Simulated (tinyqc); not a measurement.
Bloch-Grueneisen resistivity of a metal. Which input was changed? Computed by tinyqc, a small Python program. Command: `OMP_NUM_THREADS=1 python tinyqc.py 3020386 3020387 out.jsonl bg which`. One thread of a shared host (Intel(R) Xeon(R) Processor @ 2.30GHz), about 0.04 s of CPU time with the checks.

Electrons scatter from a Debye spectrum of phonons (n = 5 for scattering within one band, n = 3 for scattering into a second, heavy band) and from static defects.

Inputs (values chosen for the exercise, modelled on ruthenium):
```
quantity                      value            unit
exponent n                        5               -
Debye temperature Theta         417               K
transport coupling lambda_tr    0.4               -
Drude plasma energy hbar w_p    7.7              eV
residual resistivity rho_0      1.3     microohm cm
temperature T                   200               K
coefficient A of T^2            7.2  picoohm cm/K^2
```

Addition: T^2 term.

Constants: k_B = 1.380649e-23 J/K; hbar = 1.054571817e-34 J s; eps_0 = 8.8541878128e-12 F/m; hbar = 6.582119569e-16 eV s; k_B = 8.617333262e-05 eV/K.

Method:
- J_n(y) = int_0^y x^n e^x/(e^x - 1)^2 dx, by 96 Gauss-Legendre points (upper limit at most 60).
- rho_ph = (n - 1) rho_1 (T/Theta)^n J_n(Theta/T), with rho_1 = 2 pi lambda_tr k_B Theta/(hbar eps_0 w_p^2), the high-temperature line at T = Theta.
- rho = rho_0 + A T^2 + rho_ph.
- Temperature coefficient (1/rho) d rho/dT by a central difference of +/- 0.5 K; residual ratio rho(295 K)/rho(4.2 K); scattering time tau = 1/(eps_0 w_p^2 rho); Wiedemann-Franz kappa = L_0 T/rho, L_0 = (pi^2/3)(k_B/e)^2.

Task: One of these inputs alone was changed, within the range given: Debye temperature Theta (208.5 to 834); Drude plasma energy hbar w_p (3.85 to 15.4); residual resistivity rho_0 (0.65 to 2.6); coefficient A of T^2 (3.6 to 14.4). Which one, and to what value?

Results:
```
run     temperature coefficient (1e-3/K)  Wiedemann-Franz conductivity (W/(m K))  resistivity rho (microohm cm)
before                          5.769367                                82.88416                       5.894985
after                           6.173612                                88.69163                       5.508985
```

Result:

Each candidate set to reproduce temperature coefficient, and what it then gives:
```
candidate                                 range searched  value needed  Wiedemann-Franz conductivity (W/(m K))  resistivity rho (microohm cm)
Debye temperature Theta (K)                 208.5 to 834         482.4                                  87.462                         5.5864
Drude plasma energy hbar w_p (eV)           3.85 to 15.4         6.236                                  59.912                         8.1554
residual resistivity rho_0 (microohm cm)     0.65 to 2.6        0.9140                                  88.692                         5.5090
coefficient A of T^2 (picoohm cm/K^2)        3.6 to 14.4  out of reach                                       -                              -
```

Only residual resistivity rho_0 fits every result: it went from 1.3 to 0.914 microohm cm. The next best candidate, Debye temperature Theta, misses one result by 1.4 %.

Caution: below about Theta/2 small-angle phonon scattering degrades heat flow more than charge flow, so a thermal conductivity taken from rho by the Wiedemann-Franz law would be too high.
